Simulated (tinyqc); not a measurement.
Worked calculation: linear model of a band gap against the share of exact exchange. Values are carried at full precision from step to step, so a last printed digit may differ when a step is redone from the rounded ones.

E(alpha) = E0 + S alpha. A wider gap screens less, modelled in the Penn form eps(alpha) = 1 + (e0 - 1)(EP/(EP + S alpha))^2 with a scale EP chosen for the exercise. A dielectric-dependent hybrid takes alpha = 1/eps.

Inputs chosen for the exercise (of the order of those of MgO; the results hold for these values, not for the real material): E0 = 4.62 eV (gap of the semi-local functional); S = 9.69 eV (slope dE/d(alpha)); e0 = 3.33 (optical dielectric constant at alpha = 0); EP = 25.7 eV (energy scale of the screening); Et = 7.71 eV (target gap); a_start = 0.1 (starting alpha); fv = 0.56 (share of the opening taken by the valence edge); Ed = 3.7 eV (defect level above the semi-local valence top); cd = 0 (shift of the level per unit opening, on the scale of the mean potential).

## Fixed shares

Gap, error against the target and eps for alpha = 0, 0.25 and 1/e0; and the alpha that meets the target, (Et - E0)/S.

Results:
```
alpha   E (eV)  E - Et (eV)    eps
0.0000   4.620       -3.090  3.330
0.2500   7.043       -0.667  2.946
0.3003   7.530       -0.180  2.880
```

alpha for the target = 0.3189

A quarter of exact exchange falls short of the target by 0.67 eV: the material needs 0.319, and 1/e0 = 0.300 lies closer to it than 0.25 does.

## Self-consistent share

Iterate alpha -> 1/eps(alpha) seven times from a_start. The fixed point solves alpha eps(alpha) = 1; the contraction factor there is 2 (eps - 1) S/((EP + S alpha) eps^2).

Iterates:
```
step    alpha     eps  E (eV)
0     0.10000  3.1638  5.5890
1     0.31608  2.8602  7.6828
2     0.34963  2.8189  8.0079
3     0.35475  2.8127  8.0576
4     0.35554  2.8117  8.0651
5     0.35565  2.8116  8.0663
6     0.35567  2.8115  8.0665
7     0.35568  2.8115  8.0665
```

fixed point = 0.35568
contraction factor = 0.1524

The factor is positive, so the iterates approach from one side, the error shrinking to 0.15 of itself each step; the gap is within 0.01 eV of its limit from step 3. Self-consistency moves the gap by +0.537 eV against the one-shot choice 1/e0, since a wider gap screens less.

## Band edges and a deep level

The opening c = S alpha lowers the valence top by fv c and raises the conduction edge by (1 - fv) c, both against the mean potential; the level moves by cd c. Use the fixed point. Compare with stretching the level in proportion to the gap and with pinning it to either edge.

opening c = 3.447 eV

shifts of the valence and conduction edges (eV): -1.930  1.516

level above the valence top = 5.630 eV
level below the conduction edge = 2.436 eV

level above the valence top: stretched, tied to the valence edge, tied to the conduction edge (eV): 6.460  3.700  7.147

The three recipes err by +0.83, -1.93 and +1.52 eV against alignment through the mean potential. A localised level with cd = 0 stays put while the edges move away from it.

## Checks

- Fixed point by bisection against 60 substitutions: both 0.35568.

Run: tinyqc, `OMP_NUM_THREADS=1 python tinyqc.py 1880908 1880909 out.jsonl`; Intel(R) Xeon(R) Processor @ 2.30GHz, one thread, shared host; about 0.01 s of CPU time with all checks.
